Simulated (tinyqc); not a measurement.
Inside a calculation. Method: Pariser-Parr-Pople SCF with singles CI, for the molecule O=c1cccc(Cl)cc1 (SMILES; centres numbered as the heavy atoms are written). One step of it, computed by the program tinyqc.

Problem. PPP integrals. Mataga-Nishimoto: gamma = 14.399645/(R + a), a = 2 x 14.399645/(gamma_rr + gamma_ss); H_rr = -W_r - sum_(s != r) z_s gamma_rs; H_rs = beta for bonds.

Centres (angstrom, eV; a flat drawing with bonds scaled to 1.40 angstrom):
```
centre          x          y  core charge z          W   gamma_rr
1O       2.938000  -0.522000              1  17.700000  15.200000
2C       1.573000  -0.210000              1  11.160000  11.130000
3C       1.261000   1.155000              1  11.160000  11.130000
4C       0.000000   1.762000              1  11.160000  11.130000
5C      -1.261000   1.155000              1  11.160000  11.130000
6C      -1.573000  -0.210000              1  11.160000  11.130000
7Cl     -2.938000  -0.522000              2  26.000000  13.000000
8C      -0.700000  -1.305000              1  11.160000  11.130000
9C       0.700000  -1.305000              1  11.160000  11.130000
```

Resonance integrals (eV):
```
i  j       beta
1  2  -2.220000
2  3  -2.110000
3  4  -2.110000
4  5  -2.110000
5  6  -2.110000
6  7  -1.400000
6  8  -2.110000
8  9  -2.110000
9  2  -2.110000
```

Give: repulsion gamma_rs; core matrix H.

Solution.

repulsion gamma_rs (eV), order 1O, 2C, 3C, 4C, 5C, 6C, 7Cl, 8C, 9C:
```
[[15.2000, 5.7737, 4.1552, 2.9905, 2.5644, 2.5642, 2.0877, 2.9905, 4.1560],
 [5.7737, 11.1300, 5.3451, 3.7732, 3.2436, 3.2433, 2.5195, 3.7727, 5.3447],
 [4.1552, 5.3451, 11.1300, 5.3466, 3.7737, 3.2436, 2.5196, 3.2434, 3.7726],
 [2.9905, 3.7732, 5.3466, 11.1300, 5.3466, 3.7732, 2.9298, 3.2434, 3.2434],
 [2.5644, 3.2436, 3.7737, 5.3466, 11.1300, 5.3451, 4.0390, 3.7726, 3.2434],
 [2.5642, 3.2433, 3.2436, 3.7732, 5.3451, 11.1300, 5.5518, 5.3447, 3.7727],
 [2.0877, 2.5195, 2.5196, 2.9298, 4.0390, 5.5518, 13.0000, 4.0397, 2.9298],
 [2.9905, 3.7727, 3.2434, 3.2434, 3.7726, 5.3447, 4.0397, 11.1300, 5.3455],
 [4.1560, 5.3447, 3.7726, 3.2434, 3.2434, 3.7727, 2.9298, 5.3455, 11.1300]]
```

core matrix H (eV), order 1O, 2C, 3C, 4C, 5C, 6C, 7Cl, 8C, 9C:
```
[[-47.0701, -2.2200, 0.0000, 0.0000, 0.0000, 0.0000, 0.0000, 0.0000, 0.0000],
 [-2.2200, -46.6955, -2.1100, 0.0000, 0.0000, 0.0000, 0.0000, 0.0000, -2.1100],
 [0.0000, -2.1100, -45.0795, -2.1100, 0.0000, 0.0000, 0.0000, 0.0000, 0.0000],
 [0.0000, 0.0000, -2.1100, -44.7365, -2.1100, 0.0000, 0.0000, 0.0000, 0.0000],
 [0.0000, 0.0000, 0.0000, -2.1100, -46.5274, -2.1100, 0.0000, 0.0000, 0.0000],
 [0.0000, 0.0000, 0.0000, 0.0000, -2.1100, -49.5505, -1.4000, -2.1100, 0.0000],
 [0.0000, 0.0000, 0.0000, 0.0000, 0.0000, -1.4000, -52.6170, 0.0000, 0.0000],
 [0.0000, 0.0000, 0.0000, 0.0000, 0.0000, -2.1100, 0.0000, -46.9523, -2.1100],
 [0.0000, -2.1100, 0.0000, 0.0000, 0.0000, 0.0000, 0.0000, -2.1100, -45.8980]]
```
